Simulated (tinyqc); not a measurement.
## Current crowding under a contact, resistor ladder against the transmission-line model: effect of the contact resistivity

A metal contact of length d and width W on a thin layer of the same width. The metal has no resistance, the sheet resistance under it equals Rsh, and current enters the layer at the front edge x = 0.

Transfer length Lt = sqrt(rc/Rsh); front resistance Rc = (Rsh Lt/W) coth(d/Lt); end resistance Re = (Rsh Lt/W)/sinh(d/Lt).

Values chosen for this exercise: sheet resistance of the semiconductor layer Rsh = 24 ohm/sq; contact length d = 0.36 um; contact width W = 99 um.

Result of one run:

| rc (ohm cm^2) | Lt (um) | d/Lt | Rc W (ohm um) |
|---|---|---|---|
| 3.3e-9 | 0.11726 | 3.0701 | 2.8264 |

What becomes of these results when the specific contact resistivity rc is changed from 3.3e-9 to 7.6e-9 ohm cm^2, all else the same?

Result of the changed run:

| rc (ohm cm^2) | Lt (um) | d/Lt | Rc W (ohm um) |
|---|---|---|---|
| 7.6e-9 | 0.17795 | 2.0230 | 4.4229 |

The whole series:

| rc (ohm cm^2) | Lt (um) | d/Lt | Rc W (ohm um) |
|---|---|---|---|
| 3.3e-9 | 0.11726 | 3.0701 | 2.8264 |
| 7.6e-9 | 0.17795 | 2.0230 | 4.4229 |
| 1.7e-8 | 0.26615 | 1.3526 | 7.3027 |
| 4e-8 | 0.40825 | 0.88182 | 13.852 |
| 9.1e-8 | 0.61577 | 0.58464 | 28.094 |
| 2.1e-7 | 0.93541 | 0.38486 | 61.185 |
| 4.8e-7 | 1.4142 | 0.25456 | 136.20 |
| 1.1e-6 | 2.1409 | 0.16816 | 308.43 |
| 2.5e-6 | 3.2275 | 0.11154 | 697.32 |
| 5.8e-6 | 4.9160 | 0.073231 | 1614.0 |

Rc W rises from 2.83 to 1610 ohm um, as rc^(0.54) between the first two rows (d/Lt = 3.1) and rc^(1.00) between the last two (d/Lt = 0.073); a long contact gives the power 1/2 and a short one 1.

Program tinyqc, `OMP_NUM_THREADS=1 python tinyqc.py 2760149 2760150 out.jsonl`; Intel Xeon 2.30GHz, shared host, one thread, about 0.01 s.
